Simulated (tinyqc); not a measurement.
The choice of windows: ionisation potential and affinity of a slab from the planar-averaged potential.

A model of the planar-averaged electrostatic energy of an electron in a periodic cell of N1 periods of A (L1 = N1 n1 h) and N2 periods of vacuum (L2 = N2 n2 h), on z_j = j h: V(z) = f VA + (1 - f) VB + F t(z), VA = V1[0] + V1[1] cos(2 pi z/(n1 h)) + V1[2] cos(4 pi z/(n1 h)), VB the same with V2, n2 and z - L1. f = [tanh(z/w) - tanh((z - L1)/w) + tanh((z - L1 - L2)/w)]/2 + 1/2; t(z) = z - L1/2 in A and (L1/L2)(L1 + L2/2 - z) beyond, so that the cell is periodic.

Running mean over n points, periodic: for odd n the plain mean of the n points centred on j; for even n the n + 1 points with half weight at both ends. The macroscopic average applies the mean over n1 points and then over n2 points.

Inputs chosen for the exercise (gap near that of InAs; the results hold for these values, not for the real material): h = 0.3 angstrom (grid step); n1 = 6 (grid points per period of A); n2 = 5 (grid points per period of the vacuum filter); N1 = 5 (periods of A); N2 = 4 (periods of vacuum); V1 = (-4.5, 3.13, -0.59) eV (mean and two harmonics of the potential in A); V2 = (0, 0, 0) eV (the same in vacuum); w = 0.48 angstrom (width of the interfaces); F = 0 eV/angstrom (slope in A from opposite charges on the two interfaces).

dV read at j = 15 and 40 after means over the numbers of points listed; ripple is the spread over the five points around each.

Results:

| windows | dV (eV) | ripple in A (meV) | ripple in vacuum (meV) |
|---|---|---|---|
| none | 8.220 | 5580 | 0 |
| 6 only | 4.500 | 0 | 2 |
| 5 only | 5.008 | 762 | 1 |
| 7 only | 4.137 | 544 | 3 |
| 7, 6 | 4.498 | 0 | 13 |
| 6, 5 | 4.499 | 0 | 5 |

Which rows can be used, and how does a wrong window show?

The last row matches both periods and lies -1 meV from the value of a thick cell, V2[0] - V1[0] = 4.500 eV. Against it the raw potential errs by +3.72 eV. Within 20 meV of it lie: 6 only and 7, 6. A window one point too long leaves a ripple of 544 meV in A, against 0 meV in the last row: the ripple is the sign to look for. Rows to use, with under 30 meV of ripple in both regions once the tilt is taken off: 6 only, 7, 6 and 6, 5. A row with a large ripple can hit the right value only by chance.

Run: tinyqc, `OMP_NUM_THREADS=1 python tinyqc.py 1850219 1850220 out.jsonl`; Intel(R) Xeon(R) Processor @ 2.30GHz, one thread, shared host; about 0.01 s of CPU time with all checks.
